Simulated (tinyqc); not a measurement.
Precursor delivery by bubblers, mass-transport growth and the solid composition of a III-V alloy: one step, computed by the program tinyqc.

1 sccm = 44.615 micromol/min; 1 torr = 133.322 Pa. The sources decompose fully at the surface.

Problem. Solid composition. At high V/III the group-V pressures at the surface equal those supplied, as dimers: p_D2/p_C2 = x_v/(1 - x_v). Equilibrium of the solid AC(1-x)D(x), A standing for the mix of both group-III metals: ln[x/(1 - x)] + L0 (1 - 2x)/(R T) = -dG_x/(R T) + (1/2) ln[x_v/(1 - x_v)]. Growth rate = rate per torr x (p_1 + p_2). Sensitivity dx/dx_v = [1/(2 x_v (1 - x_v))]/[1/(x (1 - x)) - 2 L0/(R T)].

Inputs (values chosen for the exercise, modelled on triethylgallium (source 1) and trimethylindium (source 2) for the vapour pressures):

| quantity | value | unit |
|---|---|---|
| bath temperature T1 | 294 | K |
| bath temperature T2 | 303 | K |
| growth temperature T | 880 | K |
| flow cross-section A | 48 | cm^2 |
| interaction L0 of the solid | 4.84 | kJ/mol |
| vapour fraction x_v of D among the group-V sources | 0.11 | - |
| exchange energy dG_x of AC + (1/2) D2 -> AD + (1/2) C2 | -15 | kJ/mol |

Alloy: mixing on the group-V sites.

growth rate per torr of group III = 261.4535 micrometre/(h torr)

p_1 = 0.001992860 torr

p_2 = 0.002001848 torr

Constants: R = 8.314462618 J/(mol K).

Give: solid fraction x; distribution coefficient x/x_v; dx/dx_v; growth rate.

Solution.

solid fraction x = 0.80309

distribution coefficient x/x_v = 7.3008

dx/dx_v = 1.0213

growth rate = 1.0444 micrometre/h

The solid is richer in D than the vapour. The growth rate is set by group III alone. Caution: the boundary layer is a quarter or more of the root of the cross-section, so it fills much of the channel and depletion along the flow matters.
